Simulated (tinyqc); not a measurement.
Gate length: charge control and current of a heterostructure field-effect transistor. Computed by tinyqc, a small Python program. Command: `OMP_NUM_THREADS=1 python tinyqc.py 3016825 3016826 out.jsonl hemt walk`. One thread of a shared host (Intel(R) Xeon(R) Processor @ 2.30GHz), about 0.01 s of CPU time with the checks.

Two subbands in a triangular well; E_F is counted from the conduction band edge of the channel at the interface.

Inputs (values chosen for the exercise, modelled on AlGaAs/GaAs):
```
quantity,value,unit
channel mass m,0.067,m_0
permittivity eps (barrier and channel),12.2,-
barrier thickness d,30,nm
Schottky barrier phi_B,0.83,eV
conduction band offset dE_c,0.18,eV
delta-doping density N_d,4e+12,1/cm^2
gate voltage V_G,0,V
mobility mu,6100,cm^2/(V s)
saturation velocity v_s,1.6,1e7 cm/s
gate length L,190,nm
source resistance R_S,0.3,ohm mm
temperature T,77,K
mixing,0.3,-
iteration cap,200,-
spacer between delta layer and channel,3.2,nm
```

Charge source: delta doping. Velocity law: two-piece.

Constants: e = 1.602176634e-19 C; eps_0 = 8.8541878128e-12 F/m; k_B = 8.617333262e-05 eV/K; hbar = 1.054571817e-34 J s; m_0 = 9.1093837015e-31 kg; k_B = 1.380649e-23 J/K.

Method:
- Threshold V_T = phi_B - dE_c - e N_d (d - spacer)/(eps eps_0) (in volts); C_b = eps eps_0/d.
- Charge control: n_s = C_b (V_G - V_T - E_F/e)/e. Well: mean field F = e n_s/(2 eps eps_0), E_i = (hbar^2/2m)^(1/3) [(3 pi e F/2)(i + 3/4)]^(2/3), i = 0, 1; n_s = D k_B T sum_i ln(1 + exp((E_F - E_i)/k_B T)), D = m/(pi hbar^2), which is solved in closed form for E_F.
- Iteration from n_s = C_b (V_G - V_T)/(2e): E_F from n_s, n_out from the charge control, n_new = n_s + mixing (n_out - n_s), kept above n_s/10; stop when |n_out/n_s - 1| < 1e-9.
- C_g = e dn_s/dV_G = 1/(1/C_b + 1/C_q), 1/C_q = d(E_F/e)/d(e n_s) by a central difference of +/- 0.1 % in n_s; added distance dd = eps eps_0/C_q.
- With V = e n_s/C_g and V_c = v_s L/mu: for v = mu F up to v_s, I/W = C_g v_s V_c (sqrt(1 + (V/V_c)^2) - 1) and V_Dsat = V + V_c - sqrt(V^2 + V_c^2); g_m = dI/dV; extrinsic g_m/(1 + g_m R_S); f_T = g_m/(2 pi C_g L).

sheet density n_s = 1.73661e+12 1/cm^2

gate capacitance C_g = 0.307537 microfarad/cm^2

V = 0.904724 V

Scaling; the last columns are v_s/(2 pi L) and mu V/(2 pi L^2):
```
L (nm),I/W (mA/mm),g_m (mS/mm),extrinsic g_m (mS/mm),f_T (GHz),velocity limit (GHz),mobility limit (GHz)
30,441.32,492.04,428.75,848.79,848.83,9.7594e+04
60,437.50,491.98,428.71,424.35,424.41,2.4399e+04
120,429.96,491.76,428.54,212.08,212.21,6.0996e+03
250,414.08,490.77,427.79,101.59,101.86,1.4054e+03
500,385.30,486.97,424.90,50.40,50.93,3.5134e+02
1000,334.44,472.60,413.91,24.46,25.46,8.7835e+01
2000,256.47,425.68,377.47,11.01,12.73,2.1959e+01
5000,138.66,279.41,257.80,2.89,5.09,3.5134e+00
```

What follows from these numbers?

f_T scales as L^-1.00 at the short end and L^-1.46 at the long end; the two limits cross at L = mu V/v_s = 3450 nm. g_m tends to C_g v_s = 492 mS/mm, and R_S cuts it by 13 % at the shortest gate. Fringe capacitances and short-channel effects, left out, lower f_T once L is below about ten barrier thicknesses. Caution: E_F lies above the conduction band minimum of the barrier, so electrons would spill into the barrier.

Extremes, crossings and ranges named in words are read from the listed rows.
